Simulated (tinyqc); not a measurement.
Thermal stress and diffusional relaxation in a metal film: Coble and Nabarro-Herring creep, cooling and holds. Changing the cooling rate. Computed by tinyqc, a small Python program. Command: `OMP_NUM_THREADS=1 python tinyqc.py 3001578 3001579 out.jsonl creep sweep`. One thread of a shared host (Intel(R) Xeon(R) Processor @ 2.30GHz), about 0.1 s of CPU time with the checks.

A thin film on a rigid substrate is stress-free at T0. Tension is positive and the film creeps linearly: d sigma/dt = -M (mismatch) dT/dt - sigma/tau.

Inputs (values chosen for the exercise, modelled on silver films on silicon):
```
quantity                           value        unit
biaxial modulus M                    135         GPa
expansion mismatch                  16.3      1e-6/K
atomic volume Omega                   17  angstrom^3
lattice prefactor D0             4.1e-05       m^2/s
lattice energy E                    1.94          eV
boundary prefactor (delta D_b)0  4.9e-15       m^3/s
boundary energy E_b                0.921          eV
grain size d                         1.9          um
stress-free temperature T0           250           C
hold temperature T                   140           C
```

Constants: k_B = 1.380649e-23 J/K; k_B = 8.617333262e-05 eV/K.

Method:
- Thermoelastic slope = M x mismatch; sigma_0 = slope x (T0 - T).
- Creep rate per stress: Nabarro-Herring 14 D Omega/(k_B T d^2), Coble (14 pi) delta D_b Omega/(k_B T d^3), with D = D0 exp(-E/(k_B T)), delta D_b = (delta D_b)0 exp(-E_b/(k_B T)); 1/tau = M x (sum of both)/2 (biaxial strain rate is half the uniaxial one).
- Temperatures in kelvin are T(C) + 273.15.
- Cooling from T0 at the constant rate: d sigma/dT = -slope + sigma/(tau(T) x rate), integrated to 25 C (stiff solver, tolerance 1e-9).
- Effective stress-free temperature T_eff = 25 C + sigma/slope.

One run for each value:
```
cooling rate (C/min)  stress at 25 C (MPa)  effective stress-free temperature (C)
0.03                                231.67                                 130.28
0.1                                 272.43                                 148.80
0.4                                 324.16                                 172.31
1                                   361.59                                 189.32
5                                   431.76                                 221.21
20                                  473.60                                 240.22
70                                  488.41                                 246.96
1000                                494.63                                 249.78
```

Give the missing row, cooling rate (C/min) = 300.

Computed row:
```
cooling rate (C/min)  stress at 25 C (MPa)  effective stress-free temperature (C)
300                                 493.51                                 249.27
```

Interpolating between the two neighbouring rows (the first column on a logarithmic scale, the others too where they are positive) misses most in stress at 25 C (MPa), by 0.34 %. Over the rows, stress at 25 C (MPa) rises from 232 to 495 (exponent d ln y / d ln x 0.13 between the first rows and 0.0019 between the last). At the high end the exponent of stress at 25 C is 0.00, close to 0: creep has little time during cooling. Slower cooling lets the film creep to a lower temperature before the stress freezes in.

Caution (all rows): bulk creep laws overstate relaxation in a bonded film, and dislocation glide would cap stresses above the yield stress.
